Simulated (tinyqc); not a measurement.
# Contact resistivity and sheet resistance from two contact lengths

Question. Rc = [sqrt(rc Rsh)/Wc] coth(Lc/(2 LT)), LT = sqrt(rc/Rsh), Wc = 22 nm; the second contact is twice as long as the first. Find LT, rc and Rsh.

Rc for Lc = 24 and 48 nm (ohm): [354.923599, 223.231748]

Answer. With t = tanh(Lc/(2 LT)) for the shorter contact, the resistance of the longer over that of the shorter is (1 + t^2)/2. Then sqrt(rc Rsh) = Rc t Wc, and rc and Rsh follow by multiplying and dividing by LT.

LT = 21.44 nm
rc = 8.500e-10 ohm cm^2
Rsh = 185.0 ohm

Numbers from tinyqc (`OMP_NUM_THREADS=1 python tinyqc.py 2170139 2170140 out.jsonl`; about 0.2 s on one thread of a shared Intel Xeon 2.30GHz).
